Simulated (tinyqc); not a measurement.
Worked calculation: exchange-split free-electron bands and tunnelling magnetoresistance. Values are carried at full precision from step to step, so a last printed digit may differ when a step is redone from the rounded ones.

Majority and minority bands E = c k^2/m -/+ Dx/2, c = hbar^2/2m0, so k_up = sqrt(m (EF + Dx/2)/c), k_dn = sqrt(m (EF - Dx/2)/c); n_s = k_s^3/(6 pi^2), D_s = m k_s/(4 pi^2 c).

Constants: hbar^2/2m0 = 3.80998211 eV angstrom^2.

Values chosen for the exercise:
```
symbol  value  unit      meaning
EF      4.76   eV        Fermi energy above the mean band bottom
Dx      6.28   eV        exchange splitting
m       1.12   m0        mass in the electrodes
mb      0.99   m0        mass in the barrier
phi     1.33   eV        barrier height above EF
d       9.9    angstrom  barrier thickness
```

## The two Fermi spheres

Give k_s, n_s, D_s, the moment per electron (n_up - n_dn)/n and three polarisations: of D, of D v and of D v^2 (v proportional to k).

k_up, k_dn (1/angstrom): [1.5239, 0.6901]

n_up, n_dn (1/angstrom^3): [0.05976, 0.00555]

D_up, D_dn (1/(eV angstrom^3)): [0.01135, 0.00514]

moment per electron = 0.8301 muB

polarisations: D 0.3766, D v 0.6597, D v^2 0.8301

The three numbers differ although they describe one band structure: each probe (density of states, ballistic current, diffusive current) weights the velocity differently.

## Transmissions

Barrier: kappa = sqrt(mb phi/c), c = hbar^2/2m0. With a = k1/m, b = k2/m, w = kappa/mb, the transmission at normal incidence is T(k1, k2) = 4 a b w^2/[w^2 (a + b)^2 + (w^2 + a^2)(w^2 + b^2) sinh^2(kappa d)]. Parallel: G_P = T(up, up) + T(dn, dn); antiparallel: G_AP = 2 T(up, dn); TMR = (G_P - G_AP)/G_AP. Julliere: TMR = 2 P^2/(1 - P^2). Slonczewski factor: P_eff = P_k (w^2 - a_up a_dn)/(w^2 + a_up a_dn), P_k = (k_up - k_dn)/(k_up + k_dn).

Evaluate kappa and the three T.

kappa = 0.5879 1/angstrom
kappa d = 5.820

T: up-up 1.894e-05, dn-dn 3.518e-05, up-dn 2.581e-05

The minority channel transmits more, by a factor 1.86; the common factor exp(-2 kappa d) is 8.81e-06.

## Magnetoresistance

From the T, and from the Julliere formula with P_k and with P_eff.

TMR from T = 4.83 %
P_k = 0.3766
P_eff = -0.1536
Julliere with P_k = 33.06 %
Julliere with P_eff = 4.83 %

The interface factor is -0.408: it reverses the sign of the tunnelling polarisation. The plain Julliere value lies 28.2 points above the result and the one with P_eff 0.00 points from it. Symmetry filtering in crystalline barriers, which gives far larger values, is outside this model.

## Checks

- TMR of a thick barrier against the Julliere formula with P_eff: both 0.04833.

Computed by tinyqc, a small Python program: `OMP_NUM_THREADS=1 python tinyqc.py 1651993 1651994 out.jsonl` (the numbers bound the seed that draws the inputs); one thread of a shared host (Intel(R) Xeon(R) Processor @ 2.30GHz), about 0.01 s for the whole set of steps.
